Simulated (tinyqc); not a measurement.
Electron mobility in a silicon inversion layer, empirical terms and Matthiessen rule: effect of the body doping.

Inversion layer of sheet density Ns on a uniformly doped body. The mobility terms are empirical power laws with prefactors chosen for the exercise; adding their inverses (Matthiessen) is itself an approximation.

ni = sqrt(Nc Nv) exp(-Eg/(2 Vt)), Eg in volts; Ndep = sqrt(2 eps0 eps_r Nb (2 Vt ln(Nb/ni) + Vsb)/q); E = q (Ndep + eta Ns)/(eps0 eps_r), in MV/cm. With t = T/(300 K): muC = Ac (Ns/1e12 cm^-2) t/(Nb/1e17 cm^-3 + Nit/1e11 cm^-2), muP = Ap E^(-1/3) t^(-1.75), muS = As E^(-gs); 1/mu is the sum of the inverses.

Inputs (values chosen for the exercise); material values close to those of silicon:

| symbol | value | unit | meaning |
|---|---|---|---|
| T | 300 | K | temperature |
| Eg | 1.14 | eV | band gap |
| eps_r | 11.9 |  | relative permittivity of the semiconductor |
| Nc | 2.83e19 | cm^-3 | conduction-band density of states at T |
| Nv | 2.64e19 | cm^-3 | valence-band density of states at T |
| Vsb | 0 | V | reverse body bias |
| eta | 0.5 |  | weight of the inversion charge in the effective field |
| Ap | 386 | cm^2/(V s) | phonon-limited mobility at 1 MV/cm and 300 K |
| As | 723 | cm^2/(V s) | roughness-limited mobility at 1 MV/cm |
| gs | 2 |  | exponent of the roughness term |
| Ac | 1500 | cm^2/(V s) | Coulomb prefactor |
| Nit | 2.3e10 | cm^-2 | charge at the interface |
| Ns | 2.6e12 | cm^-2 | inversion density |

Constants: q = 1.602176634e-19 C, kB = 1.380649e-23 J/K, Vt = kB T/q, eps0 = 8.8541878128e-14 F/cm where lengths are in cm. Results are converted to the units shown.

Effect of the body doping:
```
Nb (cm^-3)  E (MV/cm)  muC (cm^2/(V s))  muP (cm^2/(V s))  muS (cm^2/(V s))  mu (cm^2/(V s))
2e16           0.2660              9070             600.2           1.022e4            533.6
4.4e16         0.3016              5821             575.6              7947            491.4
9.7e16         0.3559              3250             544.7              5709            431.3
2.1e17         0.4359              1674             509.1              3806            354.1
4.7e17         0.5623             791.1             467.7              2287            260.4
1e18           0.7405             381.2             426.7              1318            174.7
2.3e18          1.039             167.9             381.1             669.7            99.27
5e18            1.463             77.64             340.1             338.0            53.25
```

What does the comparison show?

As Nb goes from 2e16 to 5e18 cm^-3, E rises from 0.266 to 1.46 MV/cm and mu falls from 534 to 53.3 cm^2/(V s). The smallest term is the phonon one in the first row and the Coulomb one in the last.

Numbers from tinyqc (`OMP_NUM_THREADS=1 python tinyqc.py 2510141 2510142 out.jsonl`; about 0.01 s on one thread of a shared Intel Xeon 2.30GHz).
